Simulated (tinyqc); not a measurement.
Inside a calculation. Model: sheet resistance and Hall data of a diffused or implanted layer. Computed by tinyqc, a small Python program that keeps every step. Command: `OMP_NUM_THREADS=1 python tinyqc.py 3013657 3013658 out.jsonl layer walk`. One thread of a shared host (Intel(R) Xeon(R) Processor @ 2.30GHz), about 0.01 s of CPU time with the checks. Intermediate numbers are printed to about 6 digits and carried at full precision; extremes and crossings named in words are read from the listed rows.

Carriers are taken equal to the net active doping down to the junction (full ionisation, which deep dopants in wide-gap hosts do not reach; no spill-over, no depletion), and the Hall factor is 1.

Inputs (values chosen for the exercise, modelled on aluminium in 4H-SiC):

| quantity | value | unit |
|---|---|---|
| mu_min | 15.8 | cm^2/(V s) |
| mu_max | 122 | cm^2/(V s) |
| N_ref | 1.9e+19 | 1/cm^3 |
| exponent alpha | 0.33 | - |
| peak concentration N_0 | 1.7e+19 | 1/cm^3 |
| length scale l | 360 | nm |
| background doping N_B (opposite type) | 3.1e+16 | 1/cm^3 |
| probe current I | 0.5 | mA |
| magnetic field B | 1 | T |

Profile: box. Activation: complete.

Constants: e = 1.602176634e-19 C.

## Dose and junction depth

N(x) = N_0 down to x_j = l, dose N_0 l.

dose = 6.12e+14 1/cm^2

junction depth x_j = 360 nm

## Sheet values

Mobility mu = mu_min + (mu_max - mu_min)/(1 + (N_t/N_ref)^alpha), N_t = active doping + N_B; carriers n = active doping - N_B, all dopants active. Integrals from x_0 (0 unless stated) to x_j by the midpoint rule on 400 even intervals: 1/R_s = e int n mu dx; sheet density n_s = int n dx; Hall sheet density (int n mu dx)^2/int n mu^2 dx; Hall mobility int n mu^2 dx/int n mu dx. Mean conductivity 1/(R_s x_j); mean mobility 1/(e n_s R_s).

sheet resistance R_s = 146.255 ohm

sheet density n_s = 6.10884e+14 1/cm^2

mean mobility = 69.8584 cm^2/(V s)

Hall sheet density = 6.10884e+14 1/cm^2

Hall mobility = 69.8584 cm^2/(V s)

mean conductivity 1/(R_s x_j) = 189.926 S/cm

Carriers amount to 99.8 % of the dose. A Hall measurement reports 100.0 % of n_s, exactly n_s for a uniform layer.

## What the probes read

Collinear four-point probe on a large thin layer: V = I R_s ln(2)/pi. Van der Pauw on a symmetric sample: R = R_s ln(2)/pi as well. Hall voltage V_H = I B/(e x Hall sheet density); tangent of the Hall angle V_H/(I R_s).

four-point voltage = 16.1346 mV

Hall voltage = 0.510859 mV

tangent of the Hall angle = 0.00698584

## Shortcuts against the integral

Shortcuts: R_s = 1/(e Q mu) with the dose Q and the mobility at the (active) peak concentration; 1/(e n_s mu) with mu at N_t = n_s/x_j + N_B; 1/(e Q mu_max).

Sheet resistances:

| method | R_s (ohm) | deviation (%) |
|---|---|---|
| integral | 146.255 | 0.0000 |
| dose, mobility at the peak | 145.989 | -0.1824 |
| n_s, mobility at the mean concentration | 146.222 | -0.0228 |
| dose, mu_max | 83.595 | -42.8434 |

The closest shortcut is «n_s, mobility at the mean concentration» (0.0 %).

Checks made by the program: conductance integral against adaptive quadrature (relative difference below 1e-10).
